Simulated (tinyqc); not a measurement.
The same layer on three faces: model-solid line-up of a strained alloy layer on a substrate.

All values of the alloy are linear in x but the gap, Eg(x) = (1 - x) Eg_A + x Eg_B - C x (1 - x), and the valence edge, Ev(x) = (1 - x) Ev_A + x Ev_B + fv C x (1 - x); Ec = Ev + Eg. Ev is the top of the unstrained valence band on a scale common to all materials. In the layer only the Gamma valley of the conduction band is followed, also where an X or L valley would lie lower.

Coherent growth: e_par = (a_s - a)/a. (001): e_perp = -2 (C12/C11) e_par; exx = eyy = e_par, ezz = e_perp, no shear. (111): e_perp = -(2 C11 + 4 C12 - 4 C44)/(C11 + 2 C12 + 4 C44) e_par; exx = eyy = ezz = (2 e_par + e_perp)/3 and exy = eyz = ezx = (e_perp - e_par)/3. (110): e_perp = -(C11 + 3 C12 - 2 C44)/(C11 + C12 + 2 C44) e_par; exx = eyy = (e_par + e_perp)/2, ezz = e_par, exy = (e_perp - e_par)/2, eyz = ezx = 0.

Strained edges: Ec + ac tr(e); the valence edges are Ev plus the levels of the 6 x 6 matrix of X, Y, Z times spin with -Dso/3 + l exx + m (eyy + ezz) on the diagonal (cyclic), n exy off it, l = av + 2 b, m = av - b, n = sqrt(3) d. Spin-orbit term (Dso/3) L.sigma on X, Y, Z with (L_k)_ij = -i epsilon_kij: <X+|H|Y+> = -i Dso/3, <X+|H|Z-> = Dso/3, <Y+|H|Z-> = -i Dso/3, <Z+|H|X-> = -Dso/3, <Z+|H|Y-> = i Dso/3, <X-|H|Y-> = i Dso/3, and their conjugates; + and - are the spin along z.

Values chosen for the exercise (A near InAs, B near AlAs, substrate near InP; the results hold for these values, not for the real material): a = (6.054, 5.657) angstrom (lattice constant of A, B); Eg = (0.421, 3.093) eV (gap at Gamma to the s-like level of A, B); Dso = (0.395, 0.28) eV (spin-orbit splitting of A, B); Ev = (-0.59, -1.32) eV (top of the unstrained valence band of A, B); ac = (-5.05, -5.68) eV (conduction deformation potential of A, B); av = (0.99, 2.45) eV (valence hydrostatic potential of A, B); b = (-1.79, -2.3) eV (tetragonal shear potential of A, B); d = (-3.56, -3.37) eV (trigonal shear potential of A, B); C11 = (83.4, 126.3) GPa (of A, B); C12 = (44.7, 53.1) GPa (of A, B); C44 = (39.6, 53.8) GPa (of A, B); C = 0.574 eV (bowing of the gap); fv = 0.3 (share of the bowing taken by the valence edge); a_s = 5.875 angstrom (substrate); x = 0.03 (fraction of B).

Composition and substrate are kept.

Cases:

| face |
|---|
| (001) |
| (111) |
| (110) |

Rank the cases by gap (eV), lowest first.

Answer: (001), (110), (111).

Results:

| face | e_perp (%) | tr(e) (%) | shift of Ec (meV) | shift of Ev (meV) | valence splitting (meV) | gap (eV) |
|---|---|---|---|---|---|---|
| (001) | 2.936 | -2.595 | 131.5 | 76.1 | 145.2 | 0.5399 |
| (111) | 1.562 | -3.969 | 201.2 | 47.8 | 132.3 | 0.6378 |
| (110) | 1.840 | -3.691 | 187.1 | 53.9 | 135.8 | 0.6177 |

The layer yields most along the normal on (001) and least on (111), so the volume change, and with it the shift of Ec, is largest on (111). The valence splitting, set by b on (001), by d on (111) and by both on (110), is largest on (001). The gaps span 98 meV, from (001) to (111).

tinyqc: `OMP_NUM_THREADS=1 python tinyqc.py 1080074 1080075 out.jsonl`; about 0.02 s, one thread, shared Intel(R) Xeon(R) Processor @ 2.30GHz.
